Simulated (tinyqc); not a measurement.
UHF in the sto-3g basis, for H4+, spin multiplicity 2, step by step. One step of it, computed by the program tinyqc.

Task: Iteration 1: diagonalisation and new density. Diagonalise F' = X^T F X, C = X C', fill 2 alpha and 1 beta electrons from the bottom; D(s) = C_occ C_occ^T. Each column has its largest component positive (the first on a tie).

F(alpha) (hartree), lower triangle:
```
           1H 1s      2H 1s      3H 1s      4H 1s
1H 1s  -0.747023
2H 1s  -0.777141  -0.747023
3H 1s  -0.180099  -0.157376  -0.747023
4H 1s  -0.157376  -0.180099  -0.777141  -0.747023
```

F(beta) (hartree), lower triangle:
```
           1H 1s      2H 1s      3H 1s      4H 1s
1H 1s  -0.482109
2H 1s  -0.563789  -0.482109
3H 1s  -0.132703  -0.114113  -0.482109
4H 1s  -0.114113  -0.132703  -0.563789  -0.482109
```

X, lower triangle:
```
           1H 1s      2H 1s      3H 1s     4H 1s
1H 1s   1.202762
2H 1s  -0.410639   1.202762
3H 1s  -0.054892   0.003058   1.202762
4H 1s   0.003058  -0.054892  -0.410639  1.202762
```

Give: F' = X^T F X; orbital energies; coefficients C; F' = X^T F X; orbital energies; coefficients C; D(alpha) after iteration 1; D(beta) after iteration 1.

Result:

F' = X^T F X (alpha) (hartree), lower triangle:
```
        1       2       3       4
1  -0.425
2  -0.508  -0.425
3  -0.076  -0.011  -0.425
4  -0.011  -0.076  -0.508  -0.425
```

orbital energies (alpha) (hartree): MO1 -1.020, MO2 -0.845, MO3 0.018, MO4 0.148

coefficients C (alpha):
```
         MO1     MO2     MO3     MO4
1H 1s  0.370   0.422   0.778   0.836
2H 1s  0.370   0.422  -0.778  -0.836
3H 1s  0.370  -0.422   0.778  -0.836
4H 1s  0.370  -0.422  -0.778   0.836
```

F' = X^T F X (beta) (hartree), lower triangle:
```
        1       2       3       4
1  -0.211
2  -0.428  -0.211
3  -0.067  -0.003  -0.211
4  -0.003  -0.067  -0.428  -0.211
```

orbital energies (beta) (hartree): MO1 -0.708, MO2 -0.569, MO3 0.153, MO4 0.280

coefficients C (beta):
```
         MO1     MO2     MO3     MO4
1H 1s  0.370   0.422   0.778   0.836
2H 1s  0.370   0.422  -0.778  -0.836
3H 1s  0.370  -0.422   0.778  -0.836
4H 1s  0.370  -0.422  -0.778   0.836
```

D(alpha) after iteration 1, lower triangle:
```
        1H 1s   2H 1s  3H 1s  4H 1s
1H 1s   0.315
2H 1s   0.315   0.315
3H 1s  -0.041  -0.041  0.315
4H 1s  -0.041  -0.041  0.315  0.315
```

D(beta) after iteration 1, lower triangle:
```
       1H 1s  2H 1s  3H 1s  4H 1s
1H 1s  0.137
2H 1s  0.137  0.137
3H 1s  0.137  0.137  0.137
4H 1s  0.137  0.137  0.137  0.137
```
